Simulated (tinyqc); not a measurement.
# Electron mobility in a silicon inversion layer, empirical terms and Matthiessen rule: several studies

Inversion layer of sheet density Ns on a uniformly doped body, under a high-permittivity gate with an interlayer. The mobility terms are empirical power laws with prefactors chosen for the exercise; adding their inverses (Matthiessen) is itself an approximation.

Values chosen for this exercise; material values close to those of silicon: temperature T = 300 K; band gap Eg = 1.13 eV; relative permittivity of the semiconductor eps_r = 11.6; conduction-band density of states at T Nc = 2.85e19 cm^-3; valence-band density of states at T Nv = 2.62e19 cm^-3; body doping Nb = 7.6e16 cm^-3; reverse body bias Vsb = 0 V; weight of the inversion charge in the effective field eta = 0.5; phonon-limited mobility at 1 MV/cm and 300 K Ap = 475 cm^2/(V s); roughness-limited mobility at 1 MV/cm As = 1140 cm^2/(V s); exponent of the roughness term gs = 2; Coulomb prefactor Ac = 3300 cm^2/(V s); charge at the interface Nit = 7.7e10 cm^-2; remote-phonon mobility without interlayer Ar = 180 cm^2/(V s); interlayer thickness ti = 1.3 nm; decay length of remote phonons lr = 0.6 nm; inversion density Ns = 4e12 cm^-2.

Constants: q = 1.602176634e-19 C, kB = 1.380649e-23 J/K, Vt = kB T/q, eps0 = 8.8541878128e-14 F/cm where lengths are in cm. Results are converted to the units shown.

Each table varies one quantity; the others keep the values above.

## Effect of the body doping

ni = sqrt(Nc Nv) exp(-Eg/(2 Vt)), Eg in volts; Ndep = sqrt(2 eps0 eps_r Nb (2 Vt ln(Nb/ni) + Vsb)/q); E = q (Ndep + eta Ns)/(eps0 eps_r), in MV/cm. With t = T/(300 K): muC = Ac (Ns/1e12 cm^-2) t/(Nb/1e17 cm^-3 + Nit/1e11 cm^-2), muP = Ap E^(-1/3) t^(-1.75), muS = As E^(-gs), muR = Ar exp(2 ti/lr)/t; 1/mu is the sum of the inverses.

The same in every row: muR (cm^2/(V s)) = 1.372e4.

Effect of the body doping:

| Nb (cm^-3) | E (MV/cm) | muC (cm^2/(V s)) | muP (cm^2/(V s)) | muS (cm^2/(V s)) | mu (cm^2/(V s)) |
|---|---|---|---|---|---|
| 2e16 | 0.3807 | 1.361e4 | 655.4 | 7866 | 555.8 |
| 4.4e16 | 0.4166 | 1.091e4 | 636.0 | 6568 | 529.3 |
| 9.7e16 | 0.4713 | 7586 | 610.4 | 5133 | 490.7 |
| 2.1e17 | 0.5519 | 4599 | 579.1 | 3743 | 437.8 |
| 4.7e17 | 0.6793 | 2413 | 540.4 | 2471 | 364.6 |
| 1e18 | 0.8590 | 1226 | 499.7 | 1545 | 282.7 |
| 2.3e18 | 1.160 | 555.3 | 452.1 | 847.3 | 189.9 |
| 5e18 | 1.587 | 260.0 | 407.2 | 452.6 | 116.5 |

As Nb goes from 2e16 to 5e18 cm^-3, E rises from 0.381 to 1.59 MV/cm and mu falls from 556 to 116 cm^2/(V s). The smallest term is the phonon one in the first row and the Coulomb one in the last. At Nb = 5e18 cm^-3 E passes 1.5 MV/cm, beyond the usual range of such laws.

## Effect of the interlayer thickness

Same model as above.

The same in every row: E (MV/cm) = 0.4519; muC (cm^2/(V s)) = 8627; muP (cm^2/(V s)) = 619.0; muS (cm^2/(V s)) = 5582.

Result of one run:

| ti (nm) | muR (cm^2/(V s)) | mu (cm^2/(V s)) |
|---|---|---|
| 0.2 | 350.6 | 210.0 |

What becomes of these results when the interlayer thickness ti is changed from 0.2 to 0.8 nm, all else the same?

Result of the changed run:

| ti (nm) | muR (cm^2/(V s)) | mu (cm^2/(V s)) |
|---|---|---|
| 0.8 | 2591 | 435.4 |

The whole series:

| ti (nm) | muR (cm^2/(V s)) | mu (cm^2/(V s)) |
|---|---|---|
| 0.2 | 350.6 | 210.0 |
| 0.4 | 682.9 | 296.3 |
| 0.6 | 1330 | 375.6 |
| 0.8 | 2591 | 435.4 |
| 1 | 5046 | 474.2 |
| 1.2 | 9828 | 496.9 |
| 1.4 | 1.914e4 | 509.5 |
| 1.6 | 3.728e4 | 516.1 |
| 1.8 | 7.262e4 | 519.6 |

As ti goes from 0.2 to 1.8 nm, E stays at 0.452 MV/cm and mu rises from 210 to 520 cm^2/(V s). The smallest term is the remote phonon one in the first row and the phonon one in the last.

## Effect of the charge at the interface

Same model as above.

The same in every row: E (MV/cm) = 0.45191; muP (cm^2/(V s)) = 618.98; muS (cm^2/(V s)) = 5582.2; muR (cm^2/(V s)) = 13716.

Effect of the charge at the interface:

| Nit (cm^-2) | muC (cm^2/(V s)) | mu (cm^2/(V s)) |
|---|---|---|
| 1e10 | 15349 | 517.39 |
| 3.2e10 | 12222 | 512.97 |
| 1e11 | 7500.0 | 499.76 |
| 3.2e11 | 3333.3 | 461.34 |
| 1e12 | 1226.8 | 372.75 |
| 3.2e12 | 402.93 | 229.92 |
| 1e13 | 131.00 | 105.25 |

What does the table show?

As Nit goes from 1e10 to 1e13 cm^-2, E stays at 0.452 MV/cm and mu falls from 517 to 105 cm^2/(V s). The smallest term is the phonon one in the first row and the Coulomb one in the last.

tinyqc, about 0.01 s, one thread, Intel Xeon 2.30GHz (shared host): `OMP_NUM_THREADS=1 python tinyqc.py 2510069 2510070 out.jsonl`
